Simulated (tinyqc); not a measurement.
Worked calculation: time-domain thermoreflectance: layered heat flow under a modulated pulse train, and what the signal ratio measures. Computed by tinyqc, a small Python program that keeps every step. Command: `OMP_NUM_THREADS=1 python tinyqc.py 3113905 3113906 out.jsonl tdtr walk`. One thread of a shared host (Intel(R) Xeon(R) Processor @ 2.30GHz), about 0.2 s of CPU time with the checks. Intermediate numbers are printed to about 7 digits and carried at full precision; extremes and crossings named in words are read from the listed rows.

Pulses repeat at 80 MHz; heat is laid down at the surface, all layers are isotropic, and the film is in perfect contact with the substrate.

Inputs (values chosen for the exercise, modelled on aluminium on 4H-SiC):
```
quantity                                value        unit
metal thickness d                          90          nm
metal conductivity                        170     W/(m K)
metal heat capacity                      2.42  MJ/(m^3 K)
boundary conductance G under the metal     31  MW/(m^2 K)
film thickness                             79          nm
film conductivity                         2.7     W/(m K)
film heat capacity                        2.1  MJ/(m^3 K)
substrate conductivity kappa              329     W/(m K)
substrate heat capacity C                2.19  MJ/(m^3 K)
modulation frequency f                      1         MHz
spot radius w (1/e^2, pump and probe)      11  micrometre
delay t                                   330          ps
```

Stack: metal, film, substrate.

## Length and time scales

Penetration depth sqrt(kappa/(pi f C)); effusivity sqrt(kappa C); cooling time of the metal d C_m/G; Kapitza length kappa/G.

penetration depth = 6.915140 micrometre

effusivity = 26842.32 W s^(1/2)/(m^2 K)

cooling time of the metal = 7025.806 ps

Kapitza length = 10612.90 nm

depth over spot radius = 0.6286491

The penetration depth is not small against the spot, so radial spreading in the substrate matters at f.

## Impedance at k = 0 and the modulation frequency

For radial wave number k and angular frequency W each layer has u = sqrt(4 pi^2 k^2 + i W C/kappa) and gamma = kappa u. Surface impedance from below: Z = 1/gamma for the substrate; a layer of thickness L maps Z to (Z + tanh(u L)/gamma)/(1 + gamma Z tanh(u L)); a boundary adds 1/G. Take k = 0 and W = 2 pi f.

Z of the substrate = 10.50933-10.50933i m^2 K/GW

Z at the surface = 69.22184-17.61081i m^2 K/GW

## Response at the modulation frequency

Response per absorbed watt H(W) = 2 pi int_0^(2/w) Z(k, W) exp(-pi^2 k^2 w^2) k dk by 20 Gauss-Legendre points.

H(2 pi f) = 0.1799825-0.0353682i K/mW

phase of H(2 pi f) = -11.11748 degrees

## Signal at one delay

Signal: X + iY = sum_(m = -M..M) H(2 pi (f + m f_r)) exp(i 2 pi m f_r t) exp(-pi (m/M)^2 x 4), f_r = 80 MHz, M = 4000, with H(-W) the complex conjugate of H(W); V_in = X, V_out = Y, ratio = -V_in/V_out.

V_in = 0.2617057 K/mW

V_out = -0.03467271 K/mW

ratio -V_in/V_out = 7.547887

## Ratio and sensitivities against delay

Sensitivity S = ln(ratio'/ratio)/ln(1.01) for a rise of one input by 1 %.

Ratio and sensitivities:
```
t (ps)     ratio  S to kappa      S to G      S to d     S to C      S to w  S to film conductivity
100     7.743497   0.4487959   0.1505852  -0.8420174  0.1004497  -0.4146412               0.1876182
200     7.654745   0.4475487   0.1421661  -0.8325277  0.0998180  -0.4132681               0.1843869
400     7.492699   0.4452087   0.1276790  -0.8077243  0.0986341  -0.4106824               0.1780099
800     7.201541   0.4409616   0.1039197  -0.7632172  0.0964388  -0.4059691               0.1655096
1500    6.763693   0.4345884   0.0719099  -0.6964983  0.0929772  -0.3988617               0.1446268
2500    6.242207   0.4271658   0.0374022  -0.6169815  0.0885493  -0.3905940               0.1159924
4000    5.603513   0.4185501  -0.0031110  -0.5180296  0.0824654  -0.3812129               0.0744030
```

The largest sensitivity in size at 100 ps is to d (-0.84). At 400 ps an error of 3 % in d passes on as 5 % in kappa.

Checks made by the program: steady rise of a bare substrate, 1/(2 sqrt(pi) w kappa), from the same quadrature (relative difference below 1e-10).
